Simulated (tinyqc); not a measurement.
Donors with valley-orbit split 1s states: sweeps and comparisons. A value that a table varies takes the place of the one given here.

Each donor binds at most one electron, in any of its states. For a site s, W_s = sum over its states of g exp(E/kT), and the ionised share is 1/(1 + W_s exp(eta)), eta = (EF - Ec)/kT; n = Nc F_1/2(eta); neutrality n + NA = ND x (mean ionised share); holes are neglected. Nc from N = 2 (m kB T/(4 pi c))^(3/2) with c = hbar^2/2m0, in 1/angstrom^3; times 1e24 for 1/cm^3, m = md. F_j(eta) = (1/Gamma(j + 1)) integral_0^infinity x^j dx/(1 + exp(x - eta)), which tends to exp(eta) for eta << 0.

Mobility (Caughey-Thomas form): mu = mu0 + (mu1 (T/300)^(-ga) - mu0)/(1 + ((ND + NA)/Nr)^de); rho = 1/(e n mu), e = 1.602176634e-19 C.

Constants: hbar^2/2m0 = 3.80998211 eV angstrom^2; kB = 8.617333262e-05 eV/K.

Inputs chosen for the exercise (near those of Sb in Si; not measured data): md = 1.051 m0 (density-of-states mass of the conduction band); E = (44, 34.4, 31.3) meV (binding energies of 1s(A1), 1s(T2), 1s(E)); g = (2, 6, 4) (their degeneracies with spin); ND = 7.8e+17 1/cm^3 (donors); NA = 0 1/cm^3 (compensating acceptors, all ionised); T = 300 K; mu0 = 70 cm^2/(V s) (mobility at heavy doping); mu1 = 1373 cm^2/(V s) (mobility at light doping and 300 K); Nr = 9.8e+16 1/cm^3 (reference doping); de = 0.72 (doping exponent); ga = 2.3 (temperature exponent).

## What the excited states change

The last columns keep only the ground state of each site (g = 2).

Results:

| T (K) | effective degeneracy | eta | n (1/cm^3) | n, ground states only | ratio |
|---|---|---|---|---|---|
| 40 | 2.47 | -7.10 | 1.09e+15 | 1.21e+15 | 0.900 |
| 60 | 3.28 | -5.42 | 1.07e+16 | 1.36e+16 | 0.783 |
| 80 | 4.12 | -4.70 | 3.37e+16 | 4.79e+16 | 0.704 |
| 110 | 5.23 | -4.23 | 8.73e+16 | 1.36e+17 | 0.642 |
| 150 | 6.35 | -4.00 | 1.74e+17 | 2.80e+17 | 0.619 |
| 200 | 7.35 | -3.96 | 2.79e+17 | 4.39e+17 | 0.634 |
| 250 | 8.06 | -4.02 | 3.68e+17 | 5.51e+17 | 0.669 |
| 300 | 8.59 | -4.11 | 4.40e+17 | 6.22e+17 | 0.708 |
| 400 | 9.31 | -4.34 | 5.43e+17 | 6.96e+17 | 0.780 |
| 500 | 9.78 | -4.56 | 6.07e+17 | 7.29e+17 | 0.833 |

What can be read from the table?

The effective degeneracy grows from 2.47 to 9.78. Excited states hold electrons back, so the ratio is never above 1; it is lowest, 0.619, at 150 K of those listed, and 0.708 at 300 K. At low T the excited states empty out, and at high T more donors are ionised (n is 78 % of ND - NA in the last row), so the effect is largest in between.

## Ionisation and resistivity against doping

NA = 0.

Results:

| ND (1/cm^3) | n (1/cm^3) | n/ND | mu (cm^2/(V s)) | rho (ohm cm) | rho at full ionisation |
|---|---|---|---|---|---|
| 1.0e+14 | 1.00e+14 | 1.000 | 1364 | 45.8 | 45.8 |
| 1.0e+15 | 9.98e+14 | 0.998 | 1327 | 4.71 | 4.70 |
| 1.0e+16 | 9.83e+15 | 0.983 | 1162 | 0.546 | 0.537 |
| 3.0e+16 | 2.86e+16 | 0.953 | 983 | 0.222 | 0.212 |
| 1.0e+17 | 8.68e+16 | 0.868 | 717 | 0.100 | 0.0871 |
| 3.0e+17 | 2.17e+17 | 0.725 | 472 | 0.0608 | 0.0440 |
| 1.0e+18 | 5.22e+17 | 0.522 | 276 | 0.0433 | 0.0226 |
| 2.0e+18 | 8.19e+17 | 0.410 | 203 | 0.0375 | 0.0153 |

What can be read from the table?

From 1e16 to 1e18 1/cm^3 rho falls by a factor 12.6, not 100: the mobility takes a factor 4.21 and incomplete ionisation 1.88. n/ND is below 0.9 from 1e+17 1/cm^3 on. From a few times 1e18 1/cm^3 on, depending on the dopant, the levels merge with the band, and already below that screening lowers the binding energy, so the last rows understate n.

## Compensation sets the slope of the freeze-out

NA = K ND. The slope energy is -d ln(n T^(-p))/d(1/kT) between 30 and 36 K, with p = 3/4 for K = 0 and p = 3/2 otherwise.

Results:

| K | n(30 K) (1/cm^3) | n(36 K) (1/cm^3) | slope energy (meV) |
|---|---|---|---|
| 0 | 1.12e+14 | 5.09e+14 | 21.44 |
| 0.0010 | 1.56e+13 | 2.51e+14 | 38.85 |
| 0.010 | 1.58e+12 | 3.28e+13 | 42.82 |
| 0.050 | 3.03e+11 | 6.32e+12 | 42.88 |
| 0.20 | 6.38e+10 | 1.33e+12 | 42.88 |
| 0.50 | 1.59e+10 | 3.33e+11 | 42.88 |

How do the results move?

Without acceptors the slope is 21.44 meV, against half the ground-state energy, 22.00; with K = 0.05 it is 42.88 meV, against the full 44. The full energy (less a few meV where excited levels lie within a few kT) shows where n is far below NA, since the acceptors then hold EF near the donor level: n(36 K)/NA is 0.32 for K = 0.001 and 0.00016 for K = 0.05; where it is not small, the slope falls short of the full energy.

## What moves the carrier density

All results formed anew. Each row changes one parameter from the base and keeps the others.

Results:

| case | eta | n (1/cm^3) | rho (ohm cm) |
|---|---|---|---|
| base | -4.112 | 4.403e+17 | 0.04588 |
| E = (49, 34.4, 31.3) meV | -4.127 | 4.339e+17 | 0.04656 |
| md = 1.156 m0 | -4.212 | 4.595e+17 | 0.04396 |
| ND = 1.56e+18 1/cm^3 | -3.645 | 6.996e+17 | 0.03942 |
| NA = 7.8e+16 1/cm^3 | -4.242 | 3.870e+17 | 0.05451 |
| T = 330 K | -4.177 | 4.763e+17 | 0.05052 |
| Nr = 1.96e+17 1/cm^3 | -4.112 | 4.403e+17 | 0.03360 |

What does this show?

The largest shifts from the base row, up to three for each result and ties (the steps differ in size, so this ranks the rows, not the parameters). eta: ND +0.466, NA -0.130, md -0.101; unchanged at the printed digits by Nr. n (1/cm^3): ND +2.59e+17, NA -5.33e+16, T +3.60e+16; unchanged at the printed digits by Nr. rho (ohm cm): Nr -0.0123, NA +0.00864, ND -0.00646.

tinyqc: `OMP_NUM_THREADS=1 python tinyqc.py 1681747 1681748 out.jsonl`; about 0.01 s, one thread, shared Intel(R) Xeon(R) Processor @ 2.30GHz.
